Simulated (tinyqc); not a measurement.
# Conduction-band offset of an n-N heterojunction from carrier-profile moments: what changes with what

Layer 1 (x < 0) accumulates electrons and layer 2 (x > 0) is depleted. Boltzmann statistics. The bands bend down by V1 in layer 1 and up by V2 in layer 2, with V1 + V2 = VD = dE + Vt ln[(N2/Nc2)/(N1/Nc1)].

Inputs (values chosen for the exercise); values of the order of III-V alloys:
- T = 300 K (temperature)
- eps_r = 12.6 (relative permittivity of both layers)
- Nc1 = 4.1e17 cm^-3 (density of states of the narrow-gap layer 1)
- Nc2 = 7.7e17 cm^-3 (density of states of the wide-gap layer 2)
- dE = 0.1 eV (conduction-band offset)
- N1 = 4.9e15 cm^-3 (donor density in layer 1)
- N2 = 2.5e16 cm^-3 (donor density in layer 2)
- si = 0 cm^-2 (fixed charge at the interface)

Constants: q = 1.602176634e-19 C, kB = 1.380649e-23 J/K, Vt = kB T/q, eps0 = 8.8541878128e-14 F/cm where lengths are in cm. Results are converted to the units shown.

Each table varies one quantity; the others keep the values above.

## Effect of the doping of the wide-gap layer

Sheet densities from the first integral: Q1 = sqrt((2 eps0 eps_r Vt N1/q)(exp(u1) - u1 - 1)) extra electrons, Q2 = sqrt((2 eps0 eps_r Vt N2/q)(exp(-u2) + u2 - 1)) missing ones, u = V/Vt; neutrality Q1 = Q2 + si.

Result of one run:
```
N2 (cm^-3)  VD (V)   V1 (V)  Q1 (cm^-2)  n(0-)/Nc1
3.5e16      0.1345  0.06999    1.411e11     0.1791
```

What becomes of these results when the donor density in layer 2 N2 is changed from 3.5e16 to 1.6e15 cm^-3, all else the same?

Result of the changed run:
```
N2 (cm^-3)   VD (V)   V1 (V)  Q1 (cm^-2)  n(0-)/Nc1
1.6e15      0.05477  0.01596    2.043e10    0.02215
```

The whole series:
```
N2 (cm^-3)   VD (V)   V1 (V)  Q1 (cm^-2)  n(0-)/Nc1
1.6e15      0.05477  0.01596    2.043e10    0.02215
3e15        0.07102  0.02398    3.256e10    0.03022
5.6e15      0.08716  0.03360    4.914e10    0.04384
1e16         0.1021  0.04393    6.991e10    0.06536
1.9e16       0.1187  0.05672    1.010e11     0.1072
3.5e16       0.1345  0.06999    1.411e11     0.1791
6.5e16       0.1505  0.08426    1.960e11     0.3111
1.2e17       0.1664  0.09898    2.695e11     0.5498
```

Q1 rises from 2.04e10 to 2.70e11 cm^-2, as N2^(0.60) over the table, while VD grows by Vt ln 10 a decade and the share V1/VD rises from 0.291 to 0.595. For N2 = 1.2e17 n(0-) nears or passes Nc1, where degeneracy and quantisation lower Q1.

## Effect of the offset

Same model as above.

Effect of the offset:
```
dE (eV)    VD (V)    V1 (V)  Q1 (cm^-2)  n(0-)/Nc1
0.06     0.085837  0.048000   7.9091e10   0.076519
0.12      0.14584  0.068380   1.3571e11    0.16833
0.19      0.21584  0.083498   1.9269e11    0.30208
0.25      0.27584  0.092408   2.3424e11    0.42639
0.31      0.33584  0.099221   2.7089e11    0.55494
0.37      0.39584   0.10470   3.0391e11    0.68606
0.44      0.46584   0.10997   3.3896e11    0.84117
0.5       0.52584   0.11380   3.6668e11    0.97543
```

What does the table show?

Q1 rises from 7.91e10 to 3.67e11 cm^-2, as VD^(0.65) between the last two rows. Layer 1 takes 55.9 % of VD in the first row and 21.6 % in the last: accumulation charge grows exponentially with V1, so most of a large offset falls across the depleted side. For dE = 0.31, 0.37, 0.44, 0.5 n(0-) nears or passes Nc1, where degeneracy and quantisation lower Q1.

tinyqc, about 0.1 s, one thread, Intel Xeon 2.30GHz (shared host): `OMP_NUM_THREADS=1 python tinyqc.py 2410167 2410168 out.jsonl`
